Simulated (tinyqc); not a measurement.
Modulation-doped quantum well, Poisson-Schroedinger loop: effect of the temperature.

A well of width L centred at z = 0 between barriers Vb; effective-mass electrons, parabolic bands. The electrons come from donor sheets outside the mesh, a share fL of Ns on the left and the rest on the right, so the structure is neutral. Energies are counted from the band edge of the well, with U = 0 on the first node in the Hartree part.

Schroedinger equation -C d/dz (1/m) dpsi/dz + (V0 + U) psi = E psi, C = hbar^2/(2 m0), on a fine mesh (400 intervals across the well) with hard walls 4.95 nm outside the well edges (to within half a fine step); the lowest 2 levels are kept. V0 = 0 in the well and Vb outside, plus q Fz z (1 kV/cm = 1e-4 eV/nm). N_k = D Vt ln(1 + exp((EF - E_k)/Vt)), D = md m0 q/(pi hbar^2), sum N_k = Ns; n = sum N_k |psi_k|^2. dU/dz = q (fL Ns - integral of n from the left)/(eps0 eps_r). The loop is converged to 1e-9 eV; shares under 0.001 % are printed as 0.

Inputs (values chosen for the exercise); material values those of a made-up well: mass along z in the well mw = 0.0349 m0; mass along z in the barriers mb = 0.0937 m0; in-plane mass md = 0.0369 m0; barrier height Vb = 0.437 eV; relative permittivity (all layers) eps_r = 16.2; well width L = 9.9 nm; sheet density of electrons Ns = 2.8e11 cm^-2; share of the donors on the left side fL = 0.7; applied field along z Fz = 0 kV/cm.

Constants: q = 1.602176634e-19 C, kB = 1.380649e-23 J/K, hbar = 1.054571817e-34 J s, m0 = 9.1093837015e-31 kg, Vt = kB T/q, eps0 = 8.8541878128e-14 F/cm where lengths are in cm, hbar^2/(2 m0) = 0.0380998212 eV nm^2. Results are converted to the units shown.

Effect of the temperature:

| T (K) | E2 - E1 (meV) | EF - E1 (meV) | share of E2 (%) | centroid (nm) | charge in the barriers (%) | range of U in the well (meV) |
|---|---|---|---|---|---|---|
| 4 | 155 | 18.2 | 0 | -0.0516 | 3.61 | 7.87 |
| 20 | 155 | 18.2 | 0 | -0.0516 | 3.61 | 7.87 |
| 50 | 155 | 18.1 | 0 | -0.0516 | 3.61 | 7.87 |
| 100 | 155 | 17.0 | 0 | -0.0516 | 3.61 | 7.87 |
| 150 | 155 | 14.5 | 0.00133 | -0.0516 | 3.61 | 7.87 |
| 200 | 155 | 10.8 | 0.0217 | -0.0516 | 3.61 | 7.87 |
| 300 | 155 | 0.361 | 0.355 | -0.0514 | 3.65 | 7.87 |
| 400 | 155 | -13.2 | 1.42 | -0.0507 | 3.75 | 7.85 |

As T goes from 4 to 400, E2 - E1 stays near 155 meV, EF - E1 falls from 18.2 to -13.2 meV and the share of E2 rises from 0 to 1.42 %. EF stays below E2 throughout. In every row E2 or EF lies over 150 meV above E1, where non-parabolicity matters for so light a mass.

tinyqc, about 0.1 s, one thread, Intel Xeon 2.30GHz (shared host): `OMP_NUM_THREADS=1 python tinyqc.py 2140101 2140102 out.jsonl`
